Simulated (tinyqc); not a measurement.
AlGaN/GaN HEMT with access regions, lumped model: output curve without and with trapping.

A polarisation-induced electron sheet under a Schottky gate, in series with two ungated access regions and contacts. Drift law v = mu E/(1 + mu E/vs) under the gate. Currents in mA/mm, resistances in ohm mm. No self-heating, no channel-length modulation; fits for polarisation, barrier and offset are chosen for the exercise.

sigma = (5e13 x + 1.6e13 x^2) cm^-2, phiB = 0.84 + 1.3 x, dEc = 0.7 (1.71 x + x^2) in volts, Cb = eps0 eps_r/d, VT = phiB - dEc - q sigma/Cb, access density n0 = -Cb VT/q. Access resistance R(L, n) = L/(q mu n sqrt(1 - (I/(q n vs))^2)); Rs = Rc + R(Ls, n0), Rd = Rc + R(Ld, (1 - ft) n0). Vg' = Vg - I Rs, Vd' = Vd - I (Rs + Rd); with u = Vg' - VT, Vc = vs Lg/mu and w the smaller of Vd' and Vc [sqrt(1 + 2 u/Vc) - 1] (0 if negative), the channel gives (mu Cb/Lg)(u w - w^2/2)/(1 + w/Vc). I equals that channel current. The two columns take ft = 0 and ft = 0.3; collapse = 1 - (second)/(first).

Inputs (values chosen for the exercise); values close to those of AlGaN/GaN structures:
```
symbol  value        unit                                       meaning
x        0.24                            aluminium share of the barrier
d          20          nm                             barrier thickness
eps_r     9.3              relative permittivity of barrier and channel
mu       1400  cm^2/(V s)                              channel mobility
vs      1.6e7        cm/s                           saturation velocity
Lg          1          um                                   gate length
Ls        1.5          um                          source access length
Ld          4          um                           drain access length
Rc       0.28      ohm mm                    resistance of each contact
Vg          0           V                                  gate voltage
```

Constants: q = 1.602176634e-19 C, eps0 = 8.8541878128e-14 F/cm where lengths are in cm. Results are converted to the units shown.

Output curve without and with trapping:
```
Vd (V),"I, ft = 0 (mA/mm)","I, ft = 0.3 (mA/mm)",collapse (%)
0.25,76.59,63.00,17.74
0.5,152.0,125.3,17.57
1,298.3,247.0,17.19
2,565.8,474.4,16.16
3,784.7,672.3,14.31
4,929.7,832.1,10.50
6,965.5,965.5,0.00
8,965.5,965.5,0.00
12,965.5,965.5,0.00
```

What does the table show?

Without trapping the current rises from 76.6 to 965 mA/mm and first comes within 2 % of its last value at Vd = 6 V among the rows; with trapping that knee lies at 6 V. The collapse is 18 % in the first row, at most 18 % and 0 % in the last: once the gated channel saturates, the drain access only takes spare voltage. For Vd = 6 to 12 V the power passes 5 W/mm, where self-heating, left out here, lowers the current.

Program tinyqc, `OMP_NUM_THREADS=1 python tinyqc.py 2570003 2570004 out.jsonl`; Intel Xeon 2.30GHz, shared host, one thread, about 0.02 s.
